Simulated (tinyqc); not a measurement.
Bias-temperature instability from a Gaussian distribution of capture and emission barriers: one step, computed by the program tinyqc. Command: `OMP_NUM_THREADS=1 python tinyqc.py 3028937 3028938 out.jsonl bti walk`. One thread of a shared host (Intel(R) Xeon(R) Processor @ 2.30GHz), about 0.01 s of CPU time with the checks.

Each trap has a capture time tau_0 exp(E_c/(k_B T)) under stress and an emission time tau_0 exp(E_e/(k_B T)) after it. E_c is Gaussian, and E_e = E_c + d with d Gaussian and independent. A trap counts as filled once t_s exceeds its capture time and as emptied once t_r exceeds its emission time.

Problem. Stress. Demarcation energies E_s = k_B T ln(t_s/tau_0), E_r = k_B T ln(t_r/tau_0); mean barrier mu = mu_c - k_F F; z = (E_s - mu)/sigma_c; Phi is the standard normal distribution. Temperatures in kelvin are T(C) + 273.15. Shift without recovery dV0 = V_max Phi(z); local time exponent n = d ln dV0/d ln t_s = (k_B T/sigma_c) exp(-z^2/2)/(sqrt(2 pi) Phi(z)); apparent activation energy n E_s.

Inputs (values chosen for the exercise, for a model p-channel transistor):

| quantity | value | unit |
|---|---|---|
| shift with all traps filled V_max | 270 | mV |
| mean capture barrier at zero field mu_c | 1.97 | eV |
| spread of capture barriers sigma_c | 0.2 | eV |
| lowering of mu_c per field k_F | 0.031 | eV/(MV/cm) |
| oxide field F | 6.9 | MV/cm |
| time constant tau_0 | 4e-11 | s |
| temperature T | 125 | C |
| stress time t_s | 30000 | s |

Constants: k_B = 8.617333262e-05 eV/K.

Give: E_s; mean barrier mu; z; shift without recovery dV0; time exponent n; apparent activation energy.

Solution.

E_s = 1.1752 eV

mean barrier mu = 1.7561 eV

z = -2.9047

shift without recovery dV0 = 0.49620 mV

time exponent n = 0.54805

apparent activation energy = 0.64404 eV

The stress has filled 0.18 % of the traps. The apparent energy 0.644 eV is only the share n of the barriers near 1.18 eV that are being crossed.
